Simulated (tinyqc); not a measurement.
# Schottky barrier on an n-type semiconductor, non-linear Poisson equation by Newton steps: Capacitance-voltage profiling

One dimension, metal at x = 0, donor density C(x) = Nd, uniform. Energies are counted from the electron Fermi level of the semiconductor and the conduction-band edge is Ec = -psi, so n = Nc exp(psi/Vt); holes follow the Fermi level of the metal, at -V, so p = Nv exp((V - psi - Eg)/Vt). Ends: psi(0) = V - phiB and psi = Vt ln(Nd/Nc) deep inside. Boltzmann statistics, full ionisation, no current, no image force in the Poisson equation.

The Poisson equation d/dx(eps0 eps_r dpsi/dx) = -q (p - n + C) is solved on a mesh of about 1000 nodes or more that ends in neutral material. C_s = q d/dV of the integral of n over x, from the linearised equation. Probed depth w = eps0 eps_r/C_s; apparent doping N_app = C_s^3/(q eps0 eps_r dC_s/dV), the derivative by central differences over +/- 0.02 V.

Parameters, values chosen for the exercise; band and dielectric values close to those of silicon:
```
symbol    value   unit                                  meaning
T           300      K                              temperature
Eg         1.11     eV                                 band gap
eps_r      11.9                           relative permittivity
Nc      2.84e19  cm^-3   conduction-band density of states at T
Nv      2.67e19  cm^-3      valence-band density of states at T
Nd       1.8e18  cm^-3  donor density deep in the semiconductor
phiB       0.46     eV                           barrier height
```

Constants: q = 1.602176634e-19 C, kB = 1.380649e-23 J/K, Vt = kB T/q, eps0 = 8.8541878128e-14 F/cm where lengths are in cm. Results are converted to the units shown.

The same in every row: true C(w) (cm^-3) = 1.800e18.

Capacitance-voltage profiling:

| V (V) | C_s (nF/cm^2) | w (nm) | N_app (cm^-3) | \|E_0\| (kV/cm) |
|---|---|---|---|---|
| 0 | 647.1 | 16.28 | 1.797e18 | 445.7 |
| -0.38 | 452.2 | 23.30 | 1.799e18 | 637.7 |
| -0.75 | 369.5 | 28.52 | 1.800e18 | 780.5 |
| -1.12 | 320.1 | 32.92 | 1.800e18 | 901.0 |
| -1.5 | 285.6 | 36.89 | 1.800e18 | 1010 |
| -1.88 | 260.3 | 40.48 | 1.800e18 | 1108 |
| -2.25 | 241.1 | 43.69 | 1.800e18 | 1196 |
| -2.62 | 225.7 | 46.69 | 1.800e18 | 1278 |
| -3 | 212.6 | 49.57 | 1.800e18 | 1357 |

C_s falls from 647 to 213 nF/cm^2 while the probed depth goes from 16.3 to 49.6 nm. The apparent doping stays near 1.80e18 cm^-3. It departs most from the true doping at that depth for V = 0 V, where it is 0.19 % below it; so the doping is read well over the depths probed. For V = -0.38, -0.75, -1.12, -1.5, -1.88, -2.25, -2.62, -3 the field at the metal is high enough for tunnelling or breakdown, which would limit the profiling.

tinyqc, about 0.04 s, one thread, Intel Xeon 2.30GHz (shared host): `OMP_NUM_THREADS=1 python tinyqc.py 2020058 2020059 out.jsonl`
